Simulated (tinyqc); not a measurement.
# Ferroelectric with a first-order transition, Landau-Devonshire energy: the upper branch of the loop

One domain with free energy u = al P^2 + be P^4 + ga P^6 - E P, al = a0 (T - T0), be < 0 < ga (P in uC/cm^2, E in kV/cm, u in mJ/cm^3). Equilibrium: E = 2 al P + 4 be P^3 + 6 ga P^5; a state is stable against small changes where dE/dP > 0. The coercive field is that of uniform switching, which real films, switching by domains, do not reach.

Ps^2 = [-be + sqrt(be^2 - 3 al ga)]/(3 ga); Pc^2 = [-3 be + sqrt(9 be^2 - 15 al ga)]/(15 ga), Ec = -E(Pc); susceptibility chi = 1/(eps0 dE/dP). P is the largest root of E(P) = Ea.

Values chosen for this exercise:
```
symbol,value,unit,meaning
a0,0.047,kV cm/(uC K),slope of the quadratic coefficient
T0,450,K,Curie-Weiss temperature
be,-0.0016,kV cm^5/uC^3,quartic coefficient
ga,5.4e-7,kV cm^9/uC^5,sixth-order coefficient
T,400,K,temperature
```

Constants: eps0 = 8.8541878128e-14 F/cm where lengths are in cm. Results are converted to the units shown.

Results:
```
Ea (kV/cm)  P (uC/cm^2)  u (mJ/cm^3)    chi
-270              39.16         5154   2851
-250              41.84         4340  997.0
-190              45.29         1713  469.0
-110              47.94        -2023  307.4
140               52.81     -1.468e4  166.7
270               54.55     -2.166e4  138.3
550               57.50     -3.737e4  103.7
1100              61.68     -7.021e4  72.09
```

Estimate the missing row, Ea = 0 kV/cm.

Computed row:
```
Ea (kV/cm)  P (uC/cm^2)  u (mJ/cm^3)    chi
0                 50.45        -7443  219.8
```

With this row back in the table: P rises from 39.2 to 61.7 uC/cm^2, and chi falls from 2850 to 72.1. The branch ends at -Ec = -274 kV/cm, P = 37.3 uC/cm^2, where dE/dP vanishes and chi diverges; there P still has 74 % of Ps.

Program tinyqc, `OMP_NUM_THREADS=1 python tinyqc.py 2860053 2860054 out.jsonl`; Intel Xeon 2.30GHz, shared host, one thread, about 0.01 s.
